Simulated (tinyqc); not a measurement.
Inside a calculation. Method: one-electron ion in a basis of Gaussians. Computed by tinyqc, a small Python program that keeps every step. Settings: Z = 5, l = 0. Command: `OMP_NUM_THREADS=1 python tinyqc.py 23204 23205 out.jsonl` (the two numbers bound the seeds that draw the settings). One thread of a shared host (Intel(R) Xeon(R) Processor @ 2.60GHz), about 0.01 s of CPU time with the checks.

## Matrices over normalised Gaussians

exponents of r^l exp(-a r^2) (1/bohr^2): 3.745000  10.270000  28.170000  77.240000  211.800000  580.900000  1593.000000

Z = 5

l = 0

With p = a_i + a_j and I(k) = Gamma((k+1)/2) / (2 p^((k+1)/2)): S = I(2l+2), T = (2l+3) a_i a_j S / p, V = -Z I(2l+1), each divided by sqrt(S_ii S_jj).

S:
```
,1,2,3,4,5,6,7
1,1.000000,0.832572,0.516395,0.272213,0.133589,0.063734,0.030091
2,0.832572,1.000000,0.832507,0.516438,0.272228,0.133577,0.063735
3,0.516395,0.832507,1.000000,0.832615,0.516528,0.272245,0.133599
4,0.272213,0.516438,0.832615,1.000000,0.832596,0.516446,0.272220
5,0.133589,0.272228,0.516528,0.832596,1.000000,0.832534,0.516425
6,0.063734,0.133577,0.272245,0.516446,0.832534,1.000000,0.832575
7,0.030091,0.063735,0.133599,0.272220,0.516425,0.832575,1.000000
```

T (hartree):
```
,1,2,3,4,5,6,7
1,5.617500,6.854448,5.120906,2.916886,1.474798,0.711465,0.337284
2,6.854448,15.405000,18.796763,14.044112,7.999452,4.043998,1.951082
3,5.120906,18.796763,42.255000,51.559971,38.527539,21.943334,11.094288
4,2.916886,14.044112,51.559971,115.860000,141.372769,105.626260,60.161772
5,1.474798,7.999452,38.527539,141.372769,317.700000,387.651915,289.628685
6,0.711465,4.043998,21.943334,105.626260,387.651915,871.350000,1063.218093
7,0.337284,1.951082,11.094288,60.161772,289.628685,1063.218093,2389.500000
```

V (hartree):
```
,1,2,3,4,5,6,7
1,-15.440664,-17.585052,-16.459029,-13.820891,-11.065357,-8.694462,-6.783990
2,-17.585052,-25.569679,-29.120890,-27.256614,-22.887716,-18.323631,-14.398029
3,-16.459029,-29.120890,-42.348057,-48.229202,-45.143758,-37.906965,-30.348936
4,-13.820891,-27.256614,-48.229202,-70.123114,-79.861649,-74.749708,-62.767482
5,-11.065357,-22.887716,-45.143758,-79.861649,-116.118934,-132.245742,-123.779087
6,-8.694462,-18.323631,-37.906965,-74.749708,-132.245742,-192.305077,-219.012226
7,-6.783990,-14.398029,-30.348936,-62.767482,-123.779087,-219.012226,-318.454910
```

## Generalised eigenproblem

H = T + V (hartree):
```
,1,2,3,4,5,6,7
1,-9.823164,-10.730604,-11.338123,-10.904005,-9.590559,-7.982997,-6.446706
2,-10.730604,-10.164679,-10.324127,-13.212502,-14.888265,-14.279633,-12.446948
3,-11.338123,-10.324127,-0.093057,3.330768,-6.616218,-15.963631,-19.254648
4,-10.904005,-13.212502,3.330768,45.736886,61.511119,30.876552,-2.605710
5,-9.590559,-14.888265,-6.616218,61.511119,201.581066,255.406173,165.849599
6,-7.982997,-14.279633,-15.963631,30.876552,255.406173,679.044923,844.205867
7,-6.446706,-12.446948,-19.254648,-2.605710,165.849599,844.205867,2071.045090
```

Solve H C = S C e through S^(-1/2); each column has its largest component positive (the first on a tie).

eigenvalues of S: 0.008830  0.031168  0.102051  0.305146  0.831208  1.983490  3.738108

eigenvalues (hartree): -12.477103  3.559936  43.955159  168.190410  532.548065  1601.325919  4859.162889

coefficients:
```
,1,2,3,4,5,6,7
1,0.559193,-1.812485,-1.312398,0.707688,-0.380153,0.209103,-0.115130
2,0.321684,1.876286,3.281505,-2.319474,1.299964,-0.710032,0.387434
3,0.178219,-0.269113,-2.758477,3.911045,-2.732959,1.540865,-0.833333
4,0.042698,0.192246,0.531693,-3.139207,4.079342,-2.792105,1.547610
5,0.018762,-0.029874,-0.219449,0.656480,-3.244642,3.962018,-2.616185
6,0.002523,0.015761,0.047035,-0.200126,0.658427,-3.044703,3.517738
7,0.002330,-0.000523,-0.013959,0.028776,-0.137424,0.416169,-2.414510
```

For Z = 5 and l = 0 the exact lowest level is -Z^2/(2 n^2) with n = l + 1: -12.500000 hartree.
